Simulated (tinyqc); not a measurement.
Gate sheet resistance from two finger widths.

Inverse problem. At low frequency R = Rsh Wf/(3 L) + B/Wf, where B collects the channel and vertical terms. Find Rsh, B and the width of lowest R.

Values chosen for this exercise:
- L = 1.4 um (channel length)

input resistance of single fingers, contacted at one end, of width 2 and 6.1 um (ohm): [39.952381, 21.135909]

Solution. R Wf is a straight line in Wf^2; the minimum of R lies where both terms are equal.

Rsh = 6.20 ohm/square
B = 74.0 ohm um
width of lowest R = 7.08 um

Program tinyqc, `OMP_NUM_THREADS=1 python tinyqc.py 2262059 2262060 out.jsonl`; Intel Xeon 2.30GHz, shared host, one thread, about 0.01 s.
